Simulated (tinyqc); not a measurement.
One-sided p+-n junction, ionisation integral and breakdown: two steps of the calculation.

A p+ layer at x < 0 and an n drift layer from x = 0. Depletion approximation, built-in voltage neglected. Local ionisation coefficients alpha_n = an exp(-(bn/E)^mx), alpha_p = ap exp(-(bp/E)^mx). Electrons move towards +x, holes towards x = 0.

Parameters, values chosen for the exercise; material values close to those of gallium arsenide:

| symbol | value | unit | meaning |
|---|---|---|---|
| eps_r | 12.8 |  | relative permittivity |
| an | 2.81e5 | 1/cm | prefactor of the electron ionisation coefficient |
| bn | 7.1e5 | V/cm | field constant for electrons |
| ap | 2.08e5 | 1/cm | prefactor of the hole ionisation coefficient |
| bp | 6.16e5 | V/cm | field constant for holes |
| mx | 1.6 |  | exponent |
| N | 2.4e16 | cm^-3 | donor density of the drift layer |
| V | 20.8 | V | reverse voltage |
| fr | 0.6 |  | share of the depleted width that the grid covers |

Constants: q = 1.602176634e-19 C, eps0 = 8.8541878128e-14 F/cm where lengths are in cm. Results are converted to the units shown.

Task 1. Field and ionisation coefficients on a grid. W = sqrt(2 eps0 eps_r V/(q N)), peak field E0 = q N W/(eps0 eps_r), falling linearly to 0 at W. Grid: 12 equal steps from 0 to fr W.

Wanted: W; x; E; alpha_n; alpha_p.

Result 1.

W = 1.107 um

```
point  x (um)  E (kV/cm)  alpha_n (1/cm)  alpha_p (1/cm)
0      0.0000      375.7         1.763e4         2.291e4
1      0.0554      356.9         1.391e4         1.897e4
2      0.1107      338.1         1.060e4         1.528e4
3      0.1661      319.3            7747         1.190e4
4      0.2215      300.6            5374            8891
5      0.2768      281.8            3494            6310
6      0.3322      263.0            2094            4196
7      0.3876      244.2            1130            2567
8      0.4429      225.4           531.9            1408
9      0.4983      206.6           208.5           667.7
10     0.5536      187.8           63.61           259.3
11     0.6090      169.1           13.62           75.95
12     0.6644      150.3           1.736           14.71
```

Task 2. Ionisation integrals by the trapezoid rule. G(x) = integral from 0 to x of (alpha_n - alpha_p); I_n = integral of alpha_n exp(-G) (electrons injected at x = 0), I_p = integral of alpha_p exp(G(end) - G) (holes injected at the far edge); M = 1/(1 - I). All integrals by the trapezoid rule on the grid.

```
point      x (um)  alpha_n (1/cm)  alpha_p (1/cm)
0      0.00000000       17629.530       22909.349
1      0.05536499       13912.099       18970.105
2      0.11072997       10603.397       15279.049
3      0.16609496       7747.2093       11898.743
4      0.22145995       5373.8911       8890.6611
5      0.27682493       3494.2735       6309.5468
6      0.33218992       2094.0154       4195.8682
7      0.38755491       1130.1159       2566.9059
8      0.44291990       531.87897       1408.0866
9      0.49828488       208.48795       667.68319
10     0.55364987       63.608082       259.29675
11     0.60901486       13.620243       75.948316
12     0.66437984       1.7355562       14.710908
```

Find: G; alpha_n exp(-G); I_n; I_p; M_n; M_p.

Result 2.

```
point        G  alpha_n exp(-G) (1e4 1/cm)
0       0.0000                       1.763
1      -0.0286                       1.432
2      -0.0556                       1.121
3      -0.0800                       0.839
4      -0.1012                       0.595
5      -0.1188                       0.393
6      -0.1324                       0.239
7      -0.1422                       0.130
8      -0.1486                       0.062
9      -0.1523                       0.024
10     -0.1541                       0.007
11     -0.1548                       0.002
12     -0.1550                       0.000
```

I_n = 0.3170
I_p = 0.4150
M_n = 1.464
M_p = 1.709

Computed by the program tinyqc: `OMP_NUM_THREADS=1 python tinyqc.py 2120021 2120022 out.jsonl`, one thread of a shared Intel Xeon 2.30GHz, about 0.03 s for the whole run.
